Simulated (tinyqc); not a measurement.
Worked calculation: Hueckel theory of the pi electrons with the omega technique, for the molecule BC=CC=N (SMILES; centres numbered as the heavy atoms are written). Computed by tinyqc, a small Python program that keeps every step. Settings: charge = 0, omega = 1.0, damping = 0. Command: `OMP_NUM_THREADS=1 python tinyqc.py 24002 24003 out.jsonl` (the two numbers bound the seeds that draw the settings). One thread of a shared host (Intel(R) Xeon(R) Processor @ 2.60GHz), about 0.02 s of CPU time with the checks.

Centres:
```
centre  z_r, pi electrons of the neutral centre        h
1B                                            0  -1.1000
2C                                            1   0.0000
3C                                            1   0.0000
4C                                            1   0.0000
5N                                            1   0.5600
```

Bonds:
```
i  j       k
1  2  0.6300
2  3       1
3  4       1
4  5       1
```

Each round sets h_r = h_r(0) + omega (z_r - P_rr), keeping the share named as damping of the old diagonal; repeat until output and input diagonals agree to 1e-6.

Rounds:
```
round  sum n x  largest |h(out) - h(in)|
1       5.2958                  2.67e-01
2       5.2996                  2.50e-01
3       5.3598                  2.41e-01
4       5.2965                  2.43e-01
5       5.3656                  2.52e-01
6       5.2995                  2.67e-01
7       5.3774                  2.86e-01
8       5.3032                  3.09e-01
9       5.3946                  3.33e-01
10      5.3087                  3.62e-01
11      5.4169                  3.91e-01
12      5.3168                  4.23e-01
13      5.4439                  4.53e-01
14      5.3280                  4.86e-01
15      5.4743                  5.16e-01
16      5.3417                  5.49e-01
17      5.5063                  5.77e-01
18      5.3569                  6.06e-01
19      5.5373                  6.30e-01
20      5.3720                  6.55e-01
21      5.5653                  6.75e-01
22      5.3857                  6.95e-01
23      5.5886                  7.10e-01
24      5.3973                  7.26e-01
25      5.6071                  7.37e-01
26      5.4063                  7.49e-01
27      5.6210                  7.57e-01
28      5.4132                  7.65e-01
29      5.6311                  7.71e-01
30      5.4181                  7.76e-01
31      5.6382                  7.80e-01
32      5.4216                  7.84e-01
33      5.6432                  7.87e-01
34      5.4240                  7.89e-01
35      5.6465                  7.91e-01
36      5.4256                  7.93e-01
37      5.6488                  7.94e-01
38      5.4267                  7.95e-01
39      5.6504                  7.96e-01
40      5.4275                  7.97e-01
```

Can the last value be used, and what does the course show?

Not by the stop rule. Not converged within 40 rounds: the residual has stopped falling: the iteration swings between two states. Reruns: damping 0.5: converged in 16; damping 0.8: not converged.
